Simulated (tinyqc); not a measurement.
Nanowire ballistic transistor, top-of-the-barrier model: one step of the calculation.

At the top of the source barrier, states moving towards the drain are filled by the source (Fermi level 0) and states moving back by the drain (Fermi level -q Vd); nothing scatters. U is the shift of the band edge there, set by the capacitances CG, CD and CS (the total) and by the charge. Parabolic one-dimensional subband; the source is grounded.

Question. Density of states, capacitances and charge at zero bias. N0 = gv sqrt(2 m kB T/pi)/hbar, CG = 2 pi eps0 eox/ln(1 + 2 tox/d), CS = CG/aG, n0 = n at U = 0 and Vd = 0. eta1 = -(E0 + U)/Vt, eta2 = eta1 - Vd/Vt, n = (N0/2)[F_(-1/2)(eta1) + F_(-1/2)(eta2)], F_(-1/2)(x) = (1/sqrt(pi)) int_0^infinity u^(-1/2)/(1 + exp(u - x)) du. UL = -(aG Vg + aD Vd).

Values chosen for this exercise; mass and valleys close to those of gallium nitride: temperature T = 250 K; effective mass m = 0.191 m0; valley degeneracy gv = 1; relative permittivity of the gate insulator eox = 3.9; insulator thickness tox = 3.5 nm; wire diameter d = 4 nm; gate control CG/CS aG = 0.88; drain control CD/CS aD = 0.013; band edge at the barrier top above the source Fermi level at zero bias E0 = 0.33 eV; gate voltage Vg = 0.4 V; drain voltage Vd = 0.4 V.

Constants: q = 1.602176634e-19 C, kB = 1.380649e-23 J/K, hbar = 1.054571817e-34 J s, m0 = 9.1093837015e-31 kg, Vt = kB T/q, eps0 = 8.8541878128e-14 F/cm where lengths are in cm. Results are converted to the units shown.

Give: N0; CG; CS; n0; UL.

Answer.

N0 = 1.8541e6 cm^-1
CG = 2.1448 pF/cm
CS = 2.4373 pF/cm
n0 = 0.41270 cm^-1
UL = -0.35720 eV

tinyqc, about 0.06 s, one thread, Intel Xeon 2.30GHz (shared host): `OMP_NUM_THREADS=1 python tinyqc.py 2400149 2400150 out.jsonl`
